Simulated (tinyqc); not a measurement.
One-dimensional ballistic tunnel FET, two-band WKB: two steps of the calculation.

A p-type source for x < 0 with its Fermi level at 0 and its valence edge at ds; in the channel the bands fall as D exp(-x/lam) towards their flat values, with the conduction edge at Ec = ds - dP and D = dP + Eg. The gate moves dP one to one. The drain Fermi level lies at -Vd and the drain side reflects nothing. For w = E - Ec between 0 and dP an electron crosses the gap. Two-band dispersion with equal masses m: inside the gap kappa = sqrt(m u (1 - u/Eg)/C), u the distance from a band edge, C = hbar^2/(2 m0).

Parameters, values chosen for the exercise; band and dielectric values those of a made-up semiconductor: band gap Eg = 0.379 eV; band-edge mass of the two-band model m = 0.027 m0; screening length of the source junction lam = 3.5 nm; tunnelling window Ev(source) - Ec(channel) dP = 0.29 eV; energy above the channel conduction edge w0 = 0.24 eV; cells of the path nc = 9.

Constants: q = 1.602176634e-19 C, hbar = 1.054571817e-34 J s, m0 = 9.1093837015e-31 kg, hbar^2/(2 m0) = 0.0380998212 eV nm^2. Results are converted to the units shown.

Problem 1. The path through the gap by the midpoint rule. At w = w0 the path runs from xa = lam ln(D/(w + Eg)) to xb = lam ln(D/w); u(x) = w + Eg - D exp(-x/lam) is the height above the valence edge. Cut it into nc equal cells: S = 2 (cell width) times the sum of kappa at the centres.

Wanted: xa; xb; x; u; kappa; S.

Solution 1.

xa = 0.2719 nm
xb = 3.588 nm

```
cell  x (nm)  u (eV)  kappa (1/nm)
0      0.456  0.0317        0.1436
1      0.825  0.0904        0.2209
2      1.193  0.1432        0.2513
3      1.561  0.1908        0.2591
4      1.930  0.2336        0.2520
5      2.298  0.2721        0.2332
6      2.667  0.3067        0.2036
7      3.035  0.3379        0.1611
8      3.404  0.3660        0.0942
```

S = 1.340

Problem 2. The exponent in closed form. S(w) = 2 lam int_0^Eg kappa(u) du/(w + Eg - u) = 2 pi lam sqrt(m/(C Eg)) [w + Eg/2 - sqrt(w (w + Eg))], T(w) = exp(-S). The common triangular estimate is S = (4/3) lam sqrt(m/C) Eg^1.5/(dP + Eg) for all w.

Wanted: S(w0); T(w0); triangular S.

Solution 2.

S(w0) = 1.3251
T(w0) = 0.26578
triangular S = 1.3701

Program tinyqc, `OMP_NUM_THREADS=1 python tinyqc.py 2620127 2620128 out.jsonl`; Intel Xeon 2.30GHz, shared host, one thread, about 0.01 s.
